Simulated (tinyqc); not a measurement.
Blur against noise: chemically amplified photoresist: aerial image, acid generation, bake, development and line width. Computed by tinyqc, a small Python program. Command: `OMP_NUM_THREADS=1 python tinyqc.py 3019464 3019465 out.jsonl resist walk`. One thread of a shared host (Intel(R) Xeon(R) Processor @ 2.30GHz), about 0.02 s of CPU time with the checks.

Lines and spaces of pitch p with a two-beam-like image; x = 0 is the middle of the bright space. The resist is positive and treated as uniform in depth.

Inputs (values chosen for the exercise, for a model resist at 13.5 nm):
```
quantity                      value     unit
pitch p                          32       nm
image contrast c                0.7        -
mean dose E                    29.4  mJ/cm^2
Dill parameter C              0.029  cm^2/mJ
bake time t                      45        s
photon energy                 91.84       eV
absorption coefficient alpha    5.2     1/um
```

Method:
- Dose E(x) = E [1 + c cos(2 pi x/p)]; acid h = 1 - exp(-C E(x)).
- Bake: the acid image is blurred by a Gaussian of variance sigma^2 = 2 D t (each Fourier term k of h, taken on 64 points, is multiplied by exp(-4 pi^2 k^2 D t/p^2)).
- For each sigma the edge is held at x = p/4; N is taken at the mean dose; edge noise = (dh/d ln E)/(sqrt(N V) |dh/dx|), both derivatives taken of the blurred acid, V = (2 sqrt(pi) sigma)^3, N = E alpha/(photon energy), 1 mJ/cm^2 = 62.41509 eV/nm^2.

Trade-off:
```
sigma/p  sigma (nm)  blur factor  photons in V  edge noise (nm)
0.02           0.64      0.99214    1.2133e+00           6.6147
0.04           1.28      0.96891    9.7063e+00           2.3520
0.07           2.24      0.90781    5.2020e+01           1.0419
0.10           3.20      0.82087    1.5166e+02           0.6473
0.14           4.48      0.67917    4.1616e+02           0.4532
0.18           5.76      0.52753    8.8449e+02           0.3918
0.22           7.04      0.38467    1.6149e+03           0.3943
0.27           8.64      0.23717    2.9851e+03           0.4691
0.33          10.56      0.11653    5.4502e+03           0.7062
```

What does the comparison show, and why?

The noise is least near sigma/p = 0.18 among these rows. More diffusion averages over more photons (noise falls as sigma^(-3/2)) until it erases the image slope (factor exp(-2 pi^2 sigma^2/p^2)); for a pure cosine the two balance at sigma/p = sqrt(3/8)/pi = 0.195. Caution: for a film thinner than the blur the noise falls as 1/sigma only, and the optimum moves to sigma/p = 1/(2 pi) = 0.159. Caution: rows with under about ten photons in V are beyond a Gaussian noise estimate.

Extremes, crossings and ranges named in words are read from the listed rows.
